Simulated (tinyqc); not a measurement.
Changing the germane pressure p_G: microkinetic model of low-temperature epitaxy from hydride gases: adsorption, hydrogen desorption and rate control. Computed by tinyqc, a small Python program. Command: `OMP_NUM_THREADS=1 python tinyqc.py 3028698 3028699 out.jsonl hepi sweep`. One thread of a shared host (Intel(R) Xeon(R) Processor @ 2.30GHz), about 0.03 s of CPU time with the checks.

Each hydride molecule needs two free sites and leaves four hydrogen atoms, of which two leave at once as H2; theta is the hydrogen coverage, the site density is 6.78 per nm^2 and one layer is 1.358 angstrom thick.

Inputs (values chosen for the exercise, close to those used for silane and germane on Si(001)):
```
quantity                                           value  unit
silane pressure p_S                                 0.74    Pa
sticking prefactor of silane s0                    0.024     -
adsorption barrier E_s                              0.15    eV
desorption prefactor nu_d                        3.4e+11   1/s
desorption energy on silicon E_d                    2.16    eV
hydrogen carrier pressure p_H                          0    Pa
sticking of hydrogen s_H                         3.7e-08     -
temperature T                                        760     C
sticking ratio of germane to silane r_G              2.7     -
lowering of E_d per unit germanium fraction, dE     0.34    eV
```

Film: silicon-germanium. Order of hydrogen desorption: first.

Constants: k_B = 8.617333262e-05 eV/K; u = 1.6605390666e-27 kg; k_B = 1.380649e-23 J/K.

Method:
- Flux per site F = p/(sqrt(2 pi M k_B T) x 6.78e18 per m^2), M = 32.12 u (silane), 76.63 u (germane), 2.016 u (hydrogen); s = s0 exp(-E_s/(k_B T)); k_S = s F_S, k_G = r_G s F_G; germanium fraction x = k_G/(k_S + k_G); k = k_S + k_G; k_H = s_H F_H; k_d = nu_d exp(-(E_d - dE x)/(k_B T)).
- Temperatures in kelvin are T(C) + 273.15.
- With k the hydride and k_H the hydrogen adsorption rate on free pairs and k_d the desorption rate, steady state: 2 (k + k_H)(1 - theta)^2 = k_d theta; growth rate R = k (1 - theta)^2 layers/s; 1 layer/s = 8.148 nm/min.
- With c = 2 (k + k_H)/k_d the free share is 1 - theta = 2/(1 + sqrt(1 + 4c)).

One run for each value:
```
germane pressure p_G (Pa)  germanium fraction x  growth rate G (nm/min)  hydrogen coverage theta  k_d (1/s)
0.0022                                  0.00517                   18.06                  0.43983      10.08
0.0048                                  0.01121                   18.36                  0.43692      10.31
0.01                                    0.02308                   18.96                  0.43123      10.79
0.023                                   0.05153                   20.47                  0.41766      12.03
0.05                                    0.10563                   23.64                  0.39230      14.79
0.11                                    0.20625                   30.73                  0.34727      21.72
0.23                                    0.35204                   44.65                  0.28914      37.91
0.51                                    0.54643                   74.76                  0.23043      79.64
1.1                                     0.72210                  130.18                  0.20513     155.77
```

Describe and explain the trends.

Over the rows, germanium fraction x rises from 0.00517 to 0.722 (exponent d ln y / d ln x 0.99 between the first rows and 0.36 between the last); growth rate G (nm/min) rises from 18.1 to 130 (exponent d ln y / d ln x 0.021 between the first rows and 0.72 between the last); hydrogen coverage theta falls from 0.440 to 0.205 (exponent d ln y / d ln x -0.0085 between the first rows and -0.15 between the last). At the low end the exponent of germanium fraction x is 0.99, close to 1: dilute alloy.
